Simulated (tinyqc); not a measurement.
Worked calculation: BHZ model on a square lattice (one spin block). Values are carried at full precision from step to step, so a last printed digit may differ when a step is redone from the rounded ones.

h(k) = e0 + d.s with s the Pauli matrices in the basis (E, H), k in units of 1/a: dx = (A/a) sin kx, dy = (A/a) sin ky, dz = M - (2B/a^2)(2 - cos kx - cos ky), e0 = -(2D/a^2)(2 - cos kx - cos ky). The other spin block is h*(-k). For small k this is the continuum model with dz = M - B k^2.

Parameters, chosen for this exercise (of the size used for HgTe wells; shifted at random, so the results belong to these values and not to a real crystal): A = 3.72 eV angstrom; B = -74.6 eV angstrom^2; D = -57.1 eV angstrom^2; M = 0.0215 eV (mass term); a = 20 angstrom (grid spacing); k = (-0.05, 0.52) 1/a (wave vector); nk = 24 (points along kx).

## One k point

Form e0, d and E = e0 -/+ |d|.

e0 = 38.094 meV

dx, dy, dz (meV): -9.296  92.420  71.270

levels (meV): -78.983  155.172

## Signs of dz at the four invariant points

dz = M, M - 4B/a^2 (twice), M - 8B/a^2 at (0,0), (pi,0), (0,pi), (pi,pi). The product of the signs is (-1)^nu. C = (s00 - s0p - sp0 + spp)/2 is the Chern number of the lower band of this block, in the sense Omega = curl of i<u|grad u>.

dz (meV): (0,0) 21.50, (pi,0) 767.50, (0,pi) 767.50, (pi,pi) 1513.50

nu (Z2 index) = 0
C = 0

M/B < 0: no inversion, a trivial insulator.

## Wilson loop

For each ky: x = -(1/2 pi) arg of the product of <u_j|u_(j+1)> over nk points kx = 2 pi j/nk of the lower band, folded into (-1/2, 1/2]. x is the centre of the hybrid Wannier function; minus its winding over ky from -pi to pi (followed on 61 points) is C.

Centres:

| ky | x (a) |
|---|---|
| -3.142 | 0.0000 |
| -1.500 | 0.0100 |
| -0.700 | 0.0405 |
| -0.350 | 0.0718 |
| -0.150 | 0.0768 |
| 0.000 | 0.0000 |
| 0.150 | -0.0768 |
| 0.350 | -0.0718 |
| 0.700 | -0.0405 |
| 1.500 | -0.0100 |
| 3.142 | 0.0000 |

C from the winding = 0

The centre returns without winding, moving at most 0.077 of a cell on these rows.

## Checks

- Chern number from the winding against the sign formula: both 0.

Program tinyqc; command `OMP_NUM_THREADS=1 python tinyqc.py 1450156 1450157 out.jsonl`; about 0.08 s on one thread of a shared Intel(R) Xeon(R) Processor @ 2.30GHz.
